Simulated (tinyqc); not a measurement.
Inside a calculation. Method: sp3 tight binding, zinc-blende lattice. One step of it, computed by the program tinyqc.

Question. Bloch Hamiltonian at G. Slater-Koster rules over the four bonds with direction cosines (l, m, n): ss V_ss; s-px l V_sp; px-s -l V_sp; px-px l^2 V_pps + (1 - l^2) V_ppp; px-py l m (V_pps - V_ppp); each times exp(i k.d).

Parameters chosen for this model: zinc-blende lattice, anion at 0, cation at a/4 (1,1,1); V = eta hbar^2 / (m d^2), hbar^2/m = 7.619964 eV angstrom^2:
```
parameter          value      unit
a               6.430000  angstrom
d               2.784272  angstrom
Es anion      -17.510000        eV
Ep anion       -9.500000        eV
Es cation     -10.520000        eV
Ep cation      -5.860000        eV
eta ss         -1.400000
eta sp          1.840000
eta pp sigma    3.240000
eta pp pi      -0.810000
V ss           -1.376125        eV
V sp            1.808621        eV
V pp sigma      3.184745        eV
V pp pi        -0.796186        eV
```

k point G (2 pi / a): [0, 0, 0]

Give: H(k) at G.

Answer.

H(k) at G (eV), order a s, a px, a py, a pz, c s, c px, c py, c pz:
```
[[-17.510, 0.000, 0.000, 0.000, -5.504, 0.000, 0.000, 0.000],
 [0.000, -9.500, 0.000, 0.000, 0.000, 2.123, 0.000, 0.000],
 [0.000, 0.000, -9.500, 0.000, 0.000, 0.000, 2.123, 0.000],
 [0.000, 0.000, 0.000, -9.500, 0.000, 0.000, 0.000, 2.123],
 [-5.504, 0.000, 0.000, 0.000, -10.520, 0.000, 0.000, 0.000],
 [0.000, 2.123, 0.000, 0.000, 0.000, -5.860, 0.000, 0.000],
 [0.000, 0.000, 2.123, 0.000, 0.000, 0.000, -5.860, 0.000],
 [0.000, 0.000, 0.000, 2.123, 0.000, 0.000, 0.000, -5.860]]
```
